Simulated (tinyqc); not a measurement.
Scale length and length offset from two DIBL values.

Inverse problem. DIBL = exp(-Le/(2 l)) + 2 exp(-Le/l) with Le = L - dL. Find l, dL and the drawn length for a DIBL of 100 mV/V.

DIBL at drawn lengths 74 and 140 nm (mV/V): [119.43008, 11.278733]

Answer. With e = exp(-Le/(2 l)), 2 e^2 + e = DIBL gives e and so Le/l at each length; Le/l is a straight line in L with slope 1/l.

l = 15.0 nm
dL = 4.80 nm
length for 100 mV/V = 78.6 nm

Computed by the program tinyqc: `OMP_NUM_THREADS=1 python tinyqc.py 2002045 2002046 out.jsonl`, one thread of a shared Intel Xeon 2.30GHz, about 0.01 s for the whole run.
